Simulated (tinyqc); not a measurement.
Inputs raised by 2 %, one at a time: shallow acceptor in the spherical model (Baldereschi-Lipari), strong spin-orbit limit. Computed by tinyqc, a small Python program. Command: `OMP_NUM_THREADS=1 python tinyqc.py 3025651 3025652 out.jsonl acceptor sens`. One thread of a shared host (Intel(R) Xeon(R) Processor @ 2.30GHz), about 0.02 s of CPU time with the checks.

The 1S(3/2) state has an s envelope f(r) and a d envelope g(r). In effective units they obey -(f'' + 2f'/r + 2f/r) + mu (g'' + 5g'/r + 3g/r^2) = E f and -(g'' + 2g'/r - 6g/r^2 + 2g/r) + mu (f'' - f'/r) = E g. The cubic term, the split-off band and the central cell are left out.

Inputs (values chosen for the exercise, modelled on silicon):
```
quantity                 value  unit
Luttinger gamma_1         4.29     -
Luttinger gamma_2        0.348     -
Luttinger gamma_3         1.46     -
dielectric constant eps   11.7     -
spin-orbit gap Delta_so     43   meV
```

Constants: Ry = 13.605693123 eV; a_0 = 0.529177210903 angstrom.

Method:
- Ry* = Ry/(gamma_1 eps^2), a* = a_0 eps gamma_1, mu = (6 gamma_3 + 4 gamma_2)/(5 gamma_1), delta = (gamma_3 - gamma_2)/gamma_1; spherical masses 1/(gamma_1 (1 - mu)) (heavy) and 1/(gamma_1 (1 + mu)) (light).
- Basis: f_i = exp(-zeta_i r), g_i = r exp(-zeta_i r), weight r^2 dr, s = zeta_i + zeta_j. S_ff = 2/s^3, H_ff = zeta_i zeta_j S_ff - 2/s^2; S_gg = 24/s^5, H_gg = 8/s^3 + 24 zeta_i zeta_j/s^5 - 12/s^4; H(f_i, g_j) = mu (6 zeta_i^2/s^4 + 2 zeta_i/s^3); S_fg = 0. Each function is normalised by sqrt(S_ii).
- Large basis: zeta_i = 0.08 x 1.55^(i-1), i = 1..20 in each channel; overlap eigenvalues below 1e-11 are dropped.
- Binding energies are -E Ry*; the mass that fits is E(1S) eps^2/Ry.

Runs; columns: (1) input moved; (2) from; (3) to; (4) 1S(3/2) binding energy (meV); (5) 2S(3/2) binding energy (meV); (6) d weight of 1S(3/2); (7) light-hole mass (m_0):
```
(1)                        (2)      (3)     (4)     (5)      (6)      (7)
base run                     -        -  29.160  7.9655  0.09799  0.15822
Luttinger gamma_1         4.29   4.3758  28.298  7.7089  0.09406  0.15610
Luttinger gamma_2        0.348  0.35496  29.202  7.9801  0.09854  0.15808
Luttinger gamma_3         1.46   1.4892  29.431  8.0590  0.10152  0.15735
dielectric constant eps   11.7   11.934  28.028  7.6562  0.09799  0.15822
```

Exponents ln(y'/y) / ln(x'/x):
```
input                    1S(3/2) binding energy  2S(3/2) binding energy  d weight of 1S(3/2)  light-hole mass
Luttinger gamma_1                        -1.515                  -1.653               -2.066           -0.681
Luttinger gamma_2                         0.073                   0.093                0.286           -0.044
Luttinger gamma_3                         0.467                   0.589                1.787           -0.279
dielectric constant eps                  -2.000                  -2.000                0.000            0.000
```

To which inputs is each result most sensitive?

Among the inputs moved here: 1S(3/2) binding energy answers most in size to dielectric constant eps (exponent -2.000), next to Luttinger gamma_1 (-1.515). Its exponent -2.000 in dielectric constant eps: Ry* scales as 1/eps^2. 2S(3/2) binding energy answers most in size to dielectric constant eps (exponent -2.000), next to Luttinger gamma_1 (-1.653). Its exponent -2.000 in dielectric constant eps: Ry* scales as 1/eps^2. d weight of 1S(3/2) answers most in size to Luttinger gamma_1 (exponent -2.066), next to Luttinger gamma_3 (+1.787); its exponent is below 0.0005 for dielectric constant eps. Light-hole mass answers most in size to Luttinger gamma_1 (exponent -0.681), next to Luttinger gamma_3 (-0.279); its exponent is below 0.0005 for dielectric constant eps.

Caution (all rows): gamma_3 and gamma_2 differ by more than 0.17 gamma_1: band warping, left out here, adds several per cent to the binding. Caution (all rows): the binding exceeds a fifth of the spin-orbit gap Delta_so, so the split-off band, left out, matters.
